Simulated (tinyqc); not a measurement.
Worked calculation: round or elliptic silicon nanowire with anisotropic valleys (Ritz method). Values are carried at full precision from step to step, so a last printed digit may differ when a step is redone from the rounded ones.

Wire along x = [110] on a (001) wafer, y = [-110], z = [001]. Valley groups (w = inverse masses): A, two valleys along z: w_y = 1/mt, w_z = 1/ml, m_x = mt; B, four valleys in the wafer plane: w_y = (1/ml + 1/mt)/2, w_z = 1/mt, m_x = (ml + mt)/2.

Constants: hbar^2/2m0 = 3.80998211 eV angstrom^2; kB = 8.617333262e-05 eV/K.

Inputs chosen for the exercise (near those of a Si nanowire; not measured data):

| symbol | value | unit | meaning |
|---|---|---|---|
| ml | 0.933 | m0 | longitudinal mass |
| mt | 0.194 | m0 | transverse mass |
| a | 42 | angstrom | semi-axis along y |
| b | 42 | angstrom | semi-axis along z |
| group | A |  | valley group worked out |
| T | 300 | K | temperature |

## Stretching the ellipse

Scaling y by 1/sqrt(w_y) and z by 1/sqrt(w_z) makes the mass 1 and the semi-axes A = a/sqrt(w_y), B = b/sqrt(w_z). List them with the one-function estimate 3c (1/A^2 + 1/B^2) and the slender limit c (pi/2s)^2 (1 + 2s/(pi l)), s and l the smaller and larger of A, B; c = hbar^2/2m0.

Groups:

| group | g | A | B | axis ratio | one function (eV) | slender limit (eV) |
|---|---|---|---|---|---|---|
| A | 2 | 18.50 | 40.57 | 2.193 | 0.0403 | 0.0354 |
| B | 4 | 23.80 | 18.50 | 1.287 | 0.0536 | 0.0411 |

The one-function value suits axis ratios near 1 and the slender limit ratios well above 2.

## Matrices of three even functions

Hard wall on the ellipse (y/a)^2 + (z/b)^2 = 1, c = hbar^2/2m0. With u = y/a, v = z/b the operator is -c [(w_y/a^2) d2/du2 + (w_z/b^2) d2/dv2] on the unit disc. Basis (1 - u^2 - v^2) u^i v^j; S, X and Y are the disc integrals of f f', (df/du)(df'/du) and (df/dv)(df'/dv), from the integral of u^p v^q = 2 Gamma((p+1)/2) Gamma((q+1)/2)/((p + q + 2) Gamma((p+q+2)/2)) for even p, q; H = c (w_y X/a^2 + w_z Y/b^2).

Basis 1, u^2, v^2 times (1 - u^2 - v^2); form S and H for the chosen group.

S:
```
            1       u^2       v^2
1    1.047198  0.130900  0.130900
u^2  0.130900  0.039270  0.013090
v^2  0.130900  0.013090  0.039270
```

H (meV):
```
           1     u^2     v^2
1    42.2488  7.0415  7.0415
u^2   7.0415  8.4699  0.8802
v^2   7.0415  0.8802  3.8527
```

## Lowest level in this basis

Solve H p = E S p for the wire level; give E, the ratios p2/p1 and p3/p1, and H11/S11.

E = 38.3 meV

ratios: -0.25  -0.83

one function = 40.3 meV

The two added functions lower the level by 2.1 meV (5.2 %), mostly by narrowing the state along v, the direction in which the stretched ellipse is long.

## Subbands

Converged values use 21 functions of each parity class (e or o in u, then in v).

The nine lowest levels of all groups and parity classes.

Subbands:

| group, parity | g | m_x (m0) | E (eV) |
|---|---|---|---|
| A ee | 2 | 0.1940 | 0.0382 |
| B ee | 4 | 0.5635 | 0.0515 |
| A eo | 2 | 0.1940 | 0.0644 |
| A ee | 2 | 0.1940 | 0.1000 |
| B oe | 4 | 0.5635 | 0.1146 |
| A oe | 2 | 0.1940 | 0.1285 |
| A eo | 2 | 0.1940 | 0.1457 |
| B eo | 4 | 0.5635 | 0.1469 |
| A oo | 2 | 0.1940 | 0.1698 |

At 300 K and without degeneracy the populations go as g sqrt(m_x) exp(-E/kB T): among these nine the lowest level holds 27 % and the light transport mass mt 40 % of the electrons.

## Checks

- Circle of radius a with both masses mt against c (2.404826/R)^2/m, eV: both 0.0644.

Program tinyqc; command `OMP_NUM_THREADS=1 python tinyqc.py 1252123 1252124 out.jsonl`; about 0.02 s on one thread of a shared Intel(R) Xeon(R) Processor @ 2.30GHz.
